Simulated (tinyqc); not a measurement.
# Changing the thickness d_2

Model: longitudinal sound in a periodic multilayer: transfer matrices, stop bands and folded phonons. Computed by tinyqc, a small Python program. Command: `OMP_NUM_THREADS=1 python tinyqc.py 3012780 3012781 out.jsonl multilayer sweep`. One thread of a shared host (Intel(R) Xeon(R) Processor @ 2.30GHz), about 0.01 s of CPU time with the checks.

Layers 1 and 2 repeat with period d = d_1 + d_2; waves travel normal to the layers, without loss. State vector (u, s): displacement u and stress divided by omega. Impedances Z = rho v are in 1e6 kg/(m^2 s).

Inputs (values chosen for the exercise, modelled on silica (layer 1), hafnia (layer 2) and gallium arsenide (substrate)):

| quantity | value | unit |
|---|---|---|
| density rho_1 | 2.22 | g/cm^3 |
| velocity v_1 | 6070 | m/s |
| thickness d_1 | 165 | nm |
| density rho_2 | 9.65 | g/cm^3 |
| velocity v_2 | 5600 | m/s |
| substrate density | 5.31 | g/cm^3 |
| substrate velocity | 4660 | m/s |
| periods N | 8 | - |

Method:
- Z = rho v; interface reflection r = (Z_2 - Z_1)/(Z_2 + Z_1) (stress amplitude, from 1 into 2); Bragg frequency f_B = 1/[2 (d_1/v_1 + d_2/v_2)]; long-wave velocity v_eff = d/sqrt[(d_1/v_1)^2 + (d_2/v_2)^2 + (Z_1/Z_2 + Z_2/Z_1)(d_1/v_1)(d_2/v_2)].
- A layer maps (u, s) by [[cos p, sin p/Z], [-Z sin p, cos p]], p = 2 pi f d_i/v_i; one period is M = M_2 M_1, and cos(q d) = trace(M)/2.
- For N periods A = M^N. A wave comes from a thick layer of material 1 and leaves into the substrate (Z_s): transmitted power T = 4 Z_1 Z_s/|Z_1 A_22 + Z_s A_11 - i (Z_1 Z_s A_12 - A_21)|^2, reflected power R = 1 - T.
- Gap m contains m f_B; its edges, where trace(M)/2 = (-1)^m, are found by root search. Weak-contrast estimate of the width: (4 f_B/pi) |r sin(m pi a)|, a = (d_1/v_1)/(d_1/v_1 + d_2/v_2).

One run for each value:

| thickness d_2 (nm) | width/f_B (%) | Bragg frequency f_B (GHz) | transmitted power at f_B | long-wave velocity v_eff (m/s) |
|---|---|---|---|---|
| 25.4 | 38.821 | 15.764 | 1.5353e-04 | 5312.2 |
| 39.7 | 50.512 | 14.589 | 3.8885e-06 | 5101.5 |
| 62.1 | 63.468 | 13.064 | 9.0095e-08 | 4902.4 |
| 152.0 | 82.064 | 9.204 | 1.6414e-09 | 4664.5 |
| 238.0 | 76.012 | 7.175 | 4.8966e-09 | 4664.0 |
| 373.0 | 63.479 | 5.331 | 8.9825e-08 | 4739.1 |
| 584.0 | 50.497 | 3.803 | 3.9069e-06 | 4866.4 |
| 913.0 | 38.802 | 2.629 | 1.5444e-04 | 5015.5 |

Give the missing row, thickness d_2 (nm) = 97.3.

Computed row:
```
thickness d_2 (nm)  width/f_B (%)  Bragg frequency f_B (GHz)  transmitted power at f_B  long-wave velocity v_eff (m/s)
97.3                       75.997                     11.221                4.9114e-09                          4747.5
```

Interpolating between the two neighbouring rows (the first column on a logarithmic scale, the others too where they are positive) misses most in transmitted power at f_B, by 150 %. Over the rows, width/f_B (%) goes from 38.8 through a maximum among these rows, 82.1 at 152, to 38.8; Bragg frequency f_B (GHz) falls from 15.8 to 2.63 (exponent d ln y / d ln x -0.17 between the first rows and -0.83 between the last); transmitted power at f_B goes from 1.54e-4 through a minimum among these rows, 1.64e-9 at 152, to 1.54e-4. The relative width is largest when both layers have equal transit times, at d_2 = 152 nm.

Caution (rows 62.1, 97.3, 152, 238, 373): so small a transmitted power at f_B holds only for perfect layers and strictly normal incidence.

Extremes, crossings and ranges named in words are read from the listed rows.
